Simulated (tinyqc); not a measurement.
Comparisons within one model: six-band hole subbands of a thin body in a field. A value that a table varies takes the place of the one given here.

Basis X, Y, Z times spin, hole energies counted downwards from the unstrained edge (the hydrostatic shift is left out), c = hbar^2/2m0. For a symmetric tensor T let C(T) have C_XX = L Txx + M (Tyy + Tzz), C_XY = N Txy (cyclic), L = c (g1 + 4 g2), M = c (g1 - 2 g2), N = 6 c g3. k = q + kz n, n the unit normal, q = k1 u + k2 v with u along the channel [1-10] and v = n x u. H = C(k k^T) + (Dso/3)(1 - L.sigma) - B + e F z with (L_k)_ij = -i epsilon_kij; B is the block C built from the traceless strain with 2b, -b and sqrt(3) d in place of L, M, N. Strain: exx = eyy = (s11 + s12) sx/2, ezz = s12 sx, exy = -s44 sx/4. Hard walls at z = 0 and t; basis sin(j pi z/t), j = 1 to Nz: kz^2 = (j pi/t)^2, kz = -i D with D_jl = 4 j l/(t (j^2 - l^2)), z_jj = t/2 and z_jl = -8 t j l/(pi (j^2 - l^2))^2 for j + l odd; 1 MV/cm = 0.01 eV/angstrom.

Nz = 14. E1 is the top subband at q = 0, gap the distance to the next pair, and the masses are c q^2/(E(q) - E1) at |q| = 0.02 1/angstrom (mean of the spin pair) along the channel [1-10] and across it in the plane; a dash marks a band that does not rise.

Constants: hbar^2/2m0 = 3.80998211 eV angstrom^2.

Parameters, chosen for this exercise (near those of a p-type Si channel; shifted at random, so the results belong to these values and not to a real crystal):
- g1 = 4.27 (Luttinger gamma1)
- g2 = 0.34 (gamma2)
- g3 = 1.44 (gamma3)
- Dso = 0.045 eV (spin-orbit splitting)
- b = -2.09 eV (tetragonal potential)
- d = -4.75 eV (trigonal potential)
- S = (7.83, -2.11, 12.47) 1/TPa (compliances s11, s12, s44)
- face = 110 (surface)
- t = 55 angstrom (body thickness)
- F = 0.2 MV/cm (field across the body)
- sx = 0 GPa (stress along the channel [1-10], negative in compression)

## Stress along the channel

Each row has its own sx.

Results:

| sx (GPa) | E1 (meV) | gap (meV) | m channel | m across |
|---|---|---|---|---|
| -3.0 | -56.0 | 28.9 | 0.114 | 0.279 |
| -2.0 | -20.3 | 28.9 | 0.114 | 0.279 |
| -1.0 | 15.3 | 29.0 | 0.115 | 0.279 |
| -0.5 | 32.8 | 28.9 | 0.116 | 0.280 |
| 0.0 | 50.1 | 28.7 | 0.118 | 0.280 |
| 0.5 | 66.5 | 26.2 | 0.124 | 0.280 |
| 1.0 | 77.6 | 17.7 | 0.178 | 0.272 |

Under 2 GPa of compression the channel mass goes from 0.118 to 0.114 m0, the mass across from 0.280 to 0.279; the gap to the next subband is 29, 29 and 18 meV at -2, 0 and +1 GPa. The lightest channel mass of the table, 0.114 m0, is at -3.0 and -2.0 GPa. Compression changes the channel mass little here, since confinement on this face has already singled out the orbital that the stress favours.

## Surface orientation and number of bands

Three faces, six bands; and four bands, with Dso set to 1000 eV.

Results:

| case | E1 (meV) | gap (meV) | m channel | m across |
|---|---|---|---|---|
| (001) 6 bands | 96.7 | 13.8 | 0.410 | 0.410 |
| (001) 4 bands | 96.7 | 17.7 | 0.348 | 0.348 |
| (110) 6 bands | 50.1 | 28.7 | 0.118 | 0.280 |
| (110) 4 bands | 71.0 | 66.8 | 0.151 | 0.288 |
| (111) 6 bands | 65.2 | 25.9 | 0.265 | 0.269 |
| (111) 4 bands | 65.2 | 60.7 | 0.189 | 0.189 |

With six bands the top subband is shallowest on (110) (50.1 meV) and deepest on (001). The lightest channel mass is on (110) (0.118 m0). Dropping the split-off band moves E1 by 0.0, 20.9 and 0.0 meV and the gap by 3.9, 38.0 and 34.8 meV on the three faces, with Dso = 45 meV.

## What each parameter does

Six bands. Each row changes one parameter from the base and keeps the others.

Results:

| case | E1 (meV) | gap (meV) | m channel (m0) | m across (m0) |
|---|---|---|---|---|
| base | 50.1 | 28.7 | 0.118 | 0.280 |
| t = 45 angstrom | 50.4 | 29.9 | 0.117 | 0.279 |
| F = 0.5 MV/cm | 83.8 | 52.3 | 0.116 | 0.279 |
| sx = -0.5 GPa | 32.8 | 28.9 | 0.116 | 0.280 |
| g3 = 1.34 | 59.2 | 37.8 | 0.123 | 0.279 |
| g2 = 0.39 | 51.9 | 30.4 | 0.118 | 0.287 |
| Dso = 0.068 eV | 54.1 | 29.4 | 0.120 | 0.282 |
| d = -3.8 eV | 50.1 | 28.7 | 0.118 | 0.280 |

The largest shifts from the base row, up to three for each result and ties (the steps differ in size, so this ranks the rows, not the parameters). E1 (meV): F +33.6, sx -17.3, g3 +9.0; unchanged at the printed digits by d. gap (meV): F +23.6, g3 +9.0, g2 +1.7; unchanged at the printed digits by d. m channel (m0): g3 +0.006, Dso +0.003, sx -0.002; unchanged at the printed digits by g2 and d. m across (m0): g2 +0.007, Dso +0.001, g3 -0.001, t -0.001, F -0.001; unchanged at the printed digits by sx and d.

Computed by tinyqc, a small Python program: `OMP_NUM_THREADS=1 python tinyqc.py 1281173 1281174 out.jsonl` (the numbers bound the seed that draws the inputs); one thread of a shared host (Intel(R) Xeon(R) Processor @ 2.30GHz), about 0.4 s for the whole set of steps.
